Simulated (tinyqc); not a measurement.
Effective mass of the split-off band from tabulated energies, step by step. Values are carried at full precision from step to step, so a last printed digit may differ when a step is redone from the rounded ones.

c = hbar^2/2m0.
Constants: hbar^2/2m0 = 3.80998211 eV angstrom^2.

## Finite differences

Energies along [100], from the band edge downward:
```
k (1/angstrom)  E (meV)
0.00000          0.0000
0.00420          0.7845
0.00840          3.1540
0.01260          7.1564
0.01680         12.8710
0.02100         20.4062
0.02520         29.8953
0.02940         41.4891
0.03360         55.3432
```

reference mass (curvature of the model at k = 0.0001 1/angstrom) = 0.08582 m0

The band is even in k. m = c k^2/E(k) from the points 1, 2, 4 (k = 0 is point 0); Richardson from points 1 and 2: c/m = [16 E(k1) - E(k2)]/(12 k1^2).

m from points 1, 2, 4 (m0): 0.08567  0.08524  0.08355

m by Richardson = 0.08582 m0

Errors against the reference: -0.17, -0.68 and -2.65 % and 0.00 %. The extrapolation removes the k^4 term.

## Least squares over all points

Fit E = a k^2 (a = sum k^2 E/sum k^4), then E = a k^2 + b k^4 from the normal equations; E in eV; m = c/a.

sums of k^4, k^6, k^8: 2.7296e-06  2.4534e-09  2.3901e-12

sums of k^2 E, k^4 E: 0.00013133  1.1878e-07

a, one term = 48.114 eV angstrom^2

a and b, two terms: 44.53  3993

m, one and two terms (m0): 0.07919  0.08557

The parabola over all points errs by -7.7 % because the weights k^4 favour the outer points; the second term brings the error to -0.3 %.

## The non-parabolic form

E (1 + alpha E) = c k^2/m means that y = c k^2/E is a straight line in E with intercept m and slope m alpha. Fit the line by unweighted least squares over points 1 to 8, E in eV.

y (m0): 0.08567  0.08524  0.08452  0.08355  0.08234  0.08093  0.07937  0.07772

m = 0.08556 m0
alpha = -1.717 1/eV

The intercept errs by -0.30 %. For this band the scale of alpha is set by Dso = 0.395 eV as well as by the gap.

## Checks

- Two-term fit by normal equations against a least-squares routine: both 44.5252.

tinyqc: `OMP_NUM_THREADS=1 python tinyqc.py 1880173 1880174 out.jsonl`; about 0.01 s, one thread, shared Intel(R) Xeon(R) Processor @ 2.30GHz.
